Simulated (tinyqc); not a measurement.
# Trap density from the barrier height

Inverse problem. In a partly depleted grain with all boundary traps filled, 2 N W = Qt and VB = q N W^2/(2 eps0 eps_r). Find Qt, W and the doping at which VB would equal Vt.

Values chosen for this exercise: temperature T = 350 K; relative permittivity eps_r = 11.7.

Constants: q = 1.602176634e-19 C, kB = 1.380649e-23 J/K, Vt = kB T/q, eps0 = 8.8541878128e-14 F/cm where lengths are in cm. Results are converted to the units shown.

doping = 1.4e18 cm^-3
barrier height = 0.14140271 V

Answer. Eliminating W gives VB = q Qt^2/(8 eps0 eps_r N), which falls as 1/N.

Qt = 3.20e12 cm^-2
W = 11.4 nm
doping for VB = Vt = 6.56e18 cm^-3

Computed by the program tinyqc: `OMP_NUM_THREADS=1 python tinyqc.py 2830228 2830229 out.jsonl`, one thread of a shared Intel Xeon 2.30GHz, about 0.01 s for the whole run.
